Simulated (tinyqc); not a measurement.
## Peak shift with the field

The DLTS signal is S = C(t2) - C(t1), the change of the capacitance transient between two sampling times. Emission rate en = sn vth(T) Nc(T) exp(-Et/kB T) = sn g T^2 exp(-Et/kB T), g = vth Nc/(300 K)^2, as vth goes as T^0.5 and Nc as T^1.5 (degeneracy factor 1). For an exponential transient S peaks where en = ew = ln(t2/t1)/(t2 - t1). A Coulomb centre of charge +q (when empty) in the field F lowers its barrier by dE = sqrt(q F/(pi eps0 eps_r)) along the field. One-dimensional rate: en exp(b), b = dE/kB T; three-dimensional (Hartke): en {[1 + (b - 1) exp(b)]/b^2 + 1/2}. The peak temperatures solve rate = ew.

Parameters, values chosen for the exercise; material values close to those of gallium arsenide:
```
symbol    value   unit                                      meaning
eps_r      12.7                               relative permittivity
Nc      4.43e17  cm^-3   conduction-band density of states at 300 K
vth       4.5e7   cm/s                    thermal velocity at 300 K
Et         0.21     eV  depth of the trap below the conduction edge
sn      2.5e-17   cm^2                        capture cross-section
t1            2     ms                          first sampling time
t2           20     ms                         second sampling time
```

Constants: q = 1.602176634e-19 C, kB = 1.380649e-23 J/K, eps0 = 8.8541878128e-14 F/cm where lengths are in cm. Results are converted to the units shown.

Peak shift with the field:
```
F (kV/cm),dE (meV),"T peak, one-dimensional (K)","T peak, three-dimensional (K)"
1.9,9.2828,166.41,170.59
4.4,14.126,162.89,169.01
10,21.296,157.67,166.33
23,32.297,149.61,161.45
54,49.488,136.90,152.11
120,73.773,118.68,136.34
280,112.69,88.656,107.23
```

dE grows as the square root of F, from 9.28 to 113 meV. The peak, at 173.1 K without field, moves down by 84.5 K (one-dimensional) or 65.9 K (three-dimensional) in the last row. A centre that is neutral when empty has no such long-range lowering, so the shift tells the charge state.

Computed by the program tinyqc: `OMP_NUM_THREADS=1 python tinyqc.py 2050001 2050002 out.jsonl`, one thread of a shared Intel Xeon 2.30GHz, about 0.01 s for the whole run.
